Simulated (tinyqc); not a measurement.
## Thickness from two neighbouring fringes

Problem. At normal incidence a transparent film with an index between those of air and substrate, taken as constant, has reflectance minima at 2 n1 d = (m + 1/2) lam (small phase shifts at the substrate neglected). Find d and the order m of the shorter wavelength.

Values chosen for this exercise: index of the transparent film n1 = 2.406.

wavelengths of two neighbouring reflectance minima (nm): [491, 600.11111]

Answer. Neighbouring orders differ by one: 2 n1 d (1/lam1 - 1/lam2) = 1.

d = 561 nm
m = 5

Program tinyqc, `OMP_NUM_THREADS=1 python tinyqc.py 2870131 2870132 out.jsonl`; Intel Xeon 2.30GHz, shared host, one thread, about 0.01 s.
